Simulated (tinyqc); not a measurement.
Van der Pauw, Hall and four-point-probe measurements on a doped layer: one step of the calculation.

A uniform n-type layer with sheet resistance Rs = 1/(q ns mu), point contacts, low field (mu B small).

Task. Sheet density, mobility and bulk values. Rs = 1/z; Hall sheet density B I/(q |VH|); Hall mobility |VH|/(Rs B I); true values ns = rH times the Hall density, mu = Hall mobility/rH; bulk density ns/t, resistivity Rs t; correction factor F = Rs/[(pi/ln 2)(RA + RB)/2].

Inputs (values chosen for the exercise):
- rH = 0.8 (Hall factor)
- B = 0.55 T (magnetic field)
- I = 500 uA (current)
- t = 220 nm (thickness of the layer)

Constants: q = 1.602176634e-19 C. Results are converted to the units shown.

converged z = 36.914150 mS
VH = -0.057213833 mV
RA = 1.4967299 ohm
RB = 15.837651 ohm

Find: Rs; Hall sheet density; Hall mobility; ns; mu; bulk density; resistivity; F.

Result.

Rs = 27.09 ohm/square
Hall sheet density = 3.000e15 cm^-2
Hall mobility = 76.80 cm^2/(V s)
ns = 2.400e15 cm^-2
mu = 96.00 cm^2/(V s)
bulk density = 1.091e20 cm^-3
resistivity = 5.960e-4 ohm cm
F = 0.6896

Program tinyqc, `OMP_NUM_THREADS=1 python tinyqc.py 2850166 2850167 out.jsonl`; Intel Xeon 2.30GHz, shared host, one thread, about 0.06 s.
